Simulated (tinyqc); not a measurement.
Specific resistance of a metal-semiconductor contact and its transmission-line measurement: one step, computed by the program tinyqc.

The barrier is parabolic (depletion approximation), energies E are normal energies counted from the band edge in the neutral semiconductor (downwards for holes), and the bias is zero. xi is an input, held fixed when other inputs move.

Problem. Tunnelling energy and barrier. E_00 = (e hbar/2) sqrt(N/(eps eps_0 m)); band bending E_b = phi_B + xi; depletion width w = sqrt(2 eps eps_0 E_b/(e^2 N)).

Inputs (values chosen for the exercise, modelled on n-type silicon): tunnelling mass m = 0.32 m_0; permittivity eps = 11.7; barrier height phi_B = 0.77 eV; doping N = 5.9e+19 1/cm^3; Fermi level above the band edge in the bulk, xi = 0.014 eV; temperature T = 500 K.

Image-force lowering: left out.

Constants: hbar = 1.054571817e-34 J s; eps_0 = 8.8541878128e-12 F/m; m_0 = 9.1093837015e-31 kg; k_B = 8.617333262e-05 eV/K; e = 1.602176634e-19 C.

Give: E_00; E_00/k_B T; depletion width; barrier used, above the bulk band edge.

Solution.

E_00 = 73.70 meV

E_00/k_B T = 1.711

depletion width = 4.145 nm

barrier used, above the bulk band edge = 0.784 eV

By the usual rule this is thermionic-field emission (0.5 to 5 k_B T).
